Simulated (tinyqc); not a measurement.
# Tunnelling through a gate dielectric, WKB transmission and Tsu-Esaki current: several studies

Electrons leave the emitter at x = 0. Energies E (motion across the layers) are in eV from the emitter Fermi level; the collector Fermi level lies at -V and offers states at every E. No charge in the dielectric and no image force: F1 = V/t1, U = phi1 - F1 x. With C = hbar^2/(2 m0), kappa = sqrt(m (U - E)/C) where U > E and 0 elsewhere; T(E) = exp(-S), S = 2 times the integral of kappa over x.

Inputs (values chosen for the exercise); dielectric values close to those of silicon dioxide:
```
symbol  value  unit                                                        meaning
T         300     K                                                    temperature
Ef        2.6    eV              Fermi energy of the emitter above its band bottom
me          1    m0                            emitter mass in the supply function
phi1     3.05    eV  barrier of layer 1 above the emitter Fermi level at zero bias
m1       0.48    m0                                     tunnelling mass of layer 1
t1        4.7    nm                                           thickness of layer 1
V         5.9     V                                  voltage across the dielectric
```

Constants: q = 1.602176634e-19 C, kB = 1.380649e-23 J/K, hbar = 1.054571817e-34 J s, m0 = 9.1093837015e-31 kg, Vt = kB T/q, hbar^2/(2 m0) = 0.0380998212 eV nm^2. Results are converted to the units shown.

Each table varies one quantity; the others keep the values above.

## Current against voltage

Each layer adds (2/F) sqrt(m/C) [G(u at its left edge) - G(u at its right edge)] to S, with u = U - E (0 where negative) and G(u) = (2/3) u^1.5. J = J0 times the integral of T(E) N(E) dE, N = ln[(1 + exp(-E/Vt))/(1 + exp((-E - V)/Vt))], J0 = q^2 me m0 kB T/(2 pi^2 hbar^3) (times 1e-4 for A/cm^2 per eV), from E = -Ef to far above the barrier (T = 1 there), by quadrature converged to the digits shown.

Results:
```
V (V)  S at E = 0   T(E = 0)  J (A/cm^2)  mean E of the current (eV)
0.2         57.30  1.299e-25   2.189e-17                     -0.1559
1.01        53.14  8.357e-24   1.459e-15                     -0.1769
1.82        48.43  9.297e-22   1.362e-13                     -0.1551
3.45        34.34  1.217e-15    9.469e-8                    -0.07319
4.26        27.81  8.343e-13    8.699e-5                     -0.1087
5.08        23.32  7.430e-11     0.01025                     -0.1410
5.89        20.12   1.836e-9      0.3252                     -0.1706
6.7         17.68   2.090e-8       4.638                     -0.1990
```

Estimate the missing row, V = 2.64 V.

Computed row:
```
V (V)  S at E = 0   T(E = 0)  J (A/cm^2)  mean E of the current (eV)
2.64        42.67  2.951e-19   3.299e-11                     -0.1222
```

With this row back in the table: J rises from 2.19e-17 to 4.64 A/cm^2, by 2.25 decades a volt between the first two rows and 1.42 between the last two. From V = 3.45 V on (among the rows) a band edge falls below the emitter Fermi level, so electrons at E = 0 no longer cross the full thickness. In 3 of the 9 rows the field exceeds 10 MV/cm (up to 14.3), more than most dielectrics sustain; the model ignores breakdown.

## Effect of the barrier height

Same model as above.

Effect of the barrier height:
```
phi1 (eV)  S at E = 0   T(E = 0)  J (A/cm^2)  mean E of the current (eV)
1.5             6.926   9.819e-4     3.118e5                     -0.2429
1.79            9.029   1.199e-4     3.304e4                     -0.2247
2.07            11.23   1.330e-5        3253                     -0.2098
2.36            13.67   1.159e-6       254.4                     -0.1965
2.64            16.17   9.480e-8       18.97                     -0.1852
2.93            18.91   6.143e-9       1.128                     -0.1749
3.21            21.68  3.833e-10     0.06527                     -0.1660
3.5             24.69  1.902e-11    0.003016                     -0.1577
```

Read the table: what changes, and by how much?

J falls from 3.12e5 to 0.00302 A/cm^2, on average 4.01 decades for each eV, while S rises from 6.93 to 24.7, as phi1^(1.50) over the table (a flat barrier gives 0.5, a triangular one 1.5). V exceeds phi1 in every row, so all are in the Fowler-Nordheim regime. In every row the field exceeds 10 MV/cm (up to 12.6), more than most dielectrics sustain; the model ignores breakdown.

## Effect of the thickness t1 at fixed voltage

Same model as above.

Result of one run:
```
t1 (nm)  S at E = 0   T(E = 0)  J (A/cm^2)  mean E of the current (eV)
6.74          28.80  3.114e-13    3.083e-5                     -0.1027
```

What becomes of these results when the thickness of layer 1 t1 is changed from 6.74 to 4.11 nm, all else the same?

Result of the changed run:
```
t1 (nm)  S at E = 0  T(E = 0)  J (A/cm^2)  mean E of the current (eV)
4.11          17.56  2.364e-8       5.311                     -0.2006
```

The whole series:
```
t1 (nm)  S at E = 0   T(E = 0)  J (A/cm^2)  mean E of the current (eV)
2.8           11.96   6.373e-6        2882                     -0.3036
3.46          14.78   3.799e-7       116.4                     -0.2430
4.11          17.56   2.364e-8       5.311                     -0.2006
4.77          20.38   1.409e-9      0.2439                     -0.1679
5.43          23.20  8.398e-11     0.01168                     -0.1420
6.09          26.02  5.006e-12    5.785e-4                     -0.1206
6.74          28.80  3.114e-13    3.083e-5                     -0.1027
7.4           31.62  1.857e-14    1.608e-6                    -0.08668
```

J falls from 2880 to 1.61e-6 A/cm^2: 2.11 decades a nanometre between the first two rows and 1.94 between the last two. The exponent S alone gives dS/dt/ln 10 = 1.86 and 1.86. In 5 of the 8 rows the field exceeds 10 MV/cm (up to 21.1), more than most dielectrics sustain; the model ignores breakdown.

Computed by the program tinyqc: `OMP_NUM_THREADS=1 python tinyqc.py 2540145 2540146 out.jsonl`, one thread of a shared Intel Xeon 2.30GHz, about 0.04 s for the whole run.
